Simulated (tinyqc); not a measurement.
Along the matched line: quaternary alloy A(x)B(1-x)C(y)D(1-y) matched to a substrate.

Q(x,y) = x y Q_AC + x (1 - y) Q_AD + (1 - x) y Q_BC + (1 - x)(1 - y) Q_BD for the lattice constant. Gap, rule 1: Q(x,y) - x (1 - x)[y C_ABC + (1 - y) C_ABD] - y (1 - y)[x C_ACD + (1 - x) C_BCD]. Rule 2 (mean of ternaries): {x (1 - x)[y T_ABC(x) + (1 - y) T_ABD(x)] + y (1 - y)[x T_ACD(y) + (1 - x) T_BCD(y)]}/{x (1 - x) + y (1 - y)}, T_ABC(x) = x E_AC + (1 - x) E_BC - C_ABC x (1 - x), T_ACD(y) = y E_AC + (1 - y) E_AD - C_ACD y (1 - y), and alike. Only the Gamma valley is followed.

Matching a(x,y) = a_s gives x = (a_s - y a_BC - (1 - y) a_BD)/(y (a_AC - a_BC) + (1 - y)(a_AD - a_BD)).
Constants: hc = 1239.841984 eV nm.

Values chosen for the exercise (AC, AD, BC, BD near GaAs, GaSb, InAs and InSb; substrate near GaSb; the results hold for these values, not for the real material):
- a = (5.648, 6.102, 6.05, 6.484) angstrom (lattice constants of AC, AD, BC, BD)
- Eg = (1.537, 0.822, 0.413, 0.235) eV (gaps at Gamma of AC, AD, BC, BD)
- Cb = (0.456, 0.392, 1.456, 0.676) eV (bowing of ABC, ABD, ACD, BCD)
- a_s = 6.102 angstrom (substrate)

x follows from y.

Results:
```
y          x  bilinear (eV)  rule 1 (eV)  rule 2 (eV)  wavelength 1 (nm)  wavelength 2 (nm)
0.01  0.9881         0.8221       0.8032       0.8131               1544               1525
0.12  0.8583         0.8155       0.6248       0.7234               1984               1714
0.22  0.7415         0.7970       0.5039       0.6543               2460               1895
0.33  0.6145         0.7633       0.4100       0.5894               3024               2104
0.44  0.4888         0.7158       0.3503       0.5336               3540               2324
0.55  0.3646         0.6546       0.3180       0.4840               3899               2562
0.66  0.2418         0.5801       0.3065       0.4375               4045               2834
0.76  0.1313         0.5010       0.3087       0.3943               4016               3145
0.87  0.0111         0.4015       0.3192       0.3305               3884               3751
```

The matched alloys span 0.306 to 0.803 eV by rule 1, with the lowest value inside the range, at y = 0.66. Along the line dx/dy is -1.180 between the first two rows and -1.093 between the last two. In energy the two rules differ most at y = 0.44, by 183 meV (1216 nm there), which measures how far the ternary data leave the interior open. Miscibility gaps are not considered.

Computed by tinyqc, a small Python program: `OMP_NUM_THREADS=1 python tinyqc.py 1050005 1050006 out.jsonl` (the numbers bound the seed that draws the inputs); one thread of a shared host (Intel(R) Xeon(R) Processor @ 2.30GHz), about 0.01 s for the whole set of steps.
